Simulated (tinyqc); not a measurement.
Mesh against width: smearing for a one-band metal on the square lattice.

Lattice vectors (units of a): a1 = (1, 0), a2 = (0, 1). E(k) = -t A_1(k) - t2 A_2(k), A_m the sum of cos(k . R) over the 4 nearest and 4 second lattice vectors. Mesh k = sum (j_i/N) b_i, j_i = 0 .. N-1.

With x = (E_k - mu)/sigma: Gaussian f = erfc(x)/2, s = exp(-x^2)/(2 sqrt(pi)); Methfessel-Paxton (first order) f = erfc(x)/2 - x exp(-x^2)/(2 sqrt(pi)), s = (1 - 2 x^2) exp(-x^2)/(4 sqrt(pi)). With weights w = points/N^d (d the dimension), mu solves 2 sum w f = ne; E = 2 sum w f E_k, S = 2 sum w s, F = E - sigma S.

Inputs chosen for the exercise: t = 0.42 eV (nearest hopping); t2 = 0.02 eV (second hopping); ne = 1.32 (electrons per cell).

Gaussian smearing, (E + F)/2. The reference is F of first-order Methfessel-Paxton smearing with sigma = 0.05 t on the mesh N = 200; it moves by 0.00 meV on the mesh N = 250, so errors below a few times that are not resolved.

Errors (meV per cell):

| N | sigma = 0.05 t | sigma = 0.15 t | sigma = 0.4 t |
|---|---|---|---|
| 4 | -2.83 | -3.85 | -6.55 |
| 8 | -4.48 | -4.98 | -5.08 |
| 12 | 2.70 | 3.05 | 1.35 |
| 16 | 1.55 | 1.01 | 0.23 |
| 24 | -0.15 | -0.07 | 0.08 |
| 48 | -0.06 | -0.01 | 0.09 |

reference = -0.62212 eV

How do the results move, and what explains it?

First N from which the value stays within 2 meV of its last entry (which need not be the best one): 16 for sigma = 0.05 t, 16 for sigma = 0.15 t, 12 for sigma = 0.4 t. At the last mesh the errors are -0.06, -0.01 and +0.09 meV. The widest smearing converges sooner with the mesh than the narrowest; a level at which its last entries rest, if any, is its bias. The smallest error belongs to 0.05 t on 2, 0.15 t on 2, 0.4 t on 2 of the 6 meshes.

Run: tinyqc, `OMP_NUM_THREADS=1 python tinyqc.py 1652138 1652139 out.jsonl`; Intel(R) Xeon(R) Processor @ 2.30GHz, one thread, shared host; about 0.09 s of CPU time with all checks.
